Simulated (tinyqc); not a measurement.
Switching kinetics of a ferroelectric film and the memory window of a ferroelectric gate stack: one step, computed by the program tinyqc. Command: `OMP_NUM_THREADS=1 python tinyqc.py 3019359 3019360 out.jsonl feswitch walk`. One thread of a shared host (Intel(R) Xeon(R) Processor @ 2.30GHz), about 0.03 s of CPU time with the checks.

Fields in MV/cm; 1 microcoulomb/cm^2 over eps_0 is 11.29409 MV/cm. In the stack (metal, ferroelectric, interlayer, channel) the channel is taken as a conductor.

Question. Memory window. Saturated branches: P(E) = P_s tanh[(E -/+ E_c)/(2 delta)], delta = E_c/ln[(1 + P_r/P_s)/(1 - P_r/P_s)]; D = P + eps_0 eps_F E. At threshold the channel charge is negligible, so D = 0 on each branch: (1 - s) P(E) + eps_0 eps_F E = 0, with the screened share s. The rising branch has the root E0 between 0 and E_c; window = 2 E0 t_F; its upper bound is 2 E_c t_F.

Inputs (values chosen for the exercise, for a model film):

| quantity | value | unit |
|---|---|---|
| saturation polarisation P_s | 30 | microcoulomb/cm^2 |
| ratio P_r/P_s | 0.74 | - |
| coercive field E_c | 1.3 | MV/cm |
| permittivity of the ferroelectric eps_F | 24 | - |
| thickness t_F | 8.7 | nm |
| share s of P screened by trapped charge | 0.67 | - |

delta = 0.6838654 MV/cm

Give: field E0; memory window; bound 2 E_c t_F; fixed-charge estimate 2 (1 - s) P_r t_F/(eps_0 eps_F).

Answer.

field E0 = 1.0014 MV/cm

memory window = 1.7424 V

bound 2 E_c t_F = 2.262 V

fixed-charge estimate 2 (1 - s) P_r t_F/(eps_0 eps_F) = 5.9987 V

Charge and coercive field both limit the window.
